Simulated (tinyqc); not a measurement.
Core-level spacing from the offsets.

Problem. For an overlayer B on a substrate A, dEv = (iB - iA) - (cB - vB) + (cA - vA) in binding energies, and dEc + dEv = EgB - EgA. Find dEv and the spacing iB - iA that a thin film must show.

Parameters, values chosen for the exercise: gap of the substrate A EgA = 3.47 eV; gap of the overlayer B EgB = 5.27 eV.

dEc = 1.8774365 eV
cA - vA = 19.492564 eV
cB - vB = 61.3 eV

Solution. The gaps give dEv, and the Kraut relation is solved for the spacing.

dEv = -0.07744 eV
iB - iA = 41.73 eV

Computed by the program tinyqc: `OMP_NUM_THREADS=1 python tinyqc.py 2410007 2410008 out.jsonl`, one thread of a shared Intel Xeon 2.30GHz, about 0.01 s for the whole run.
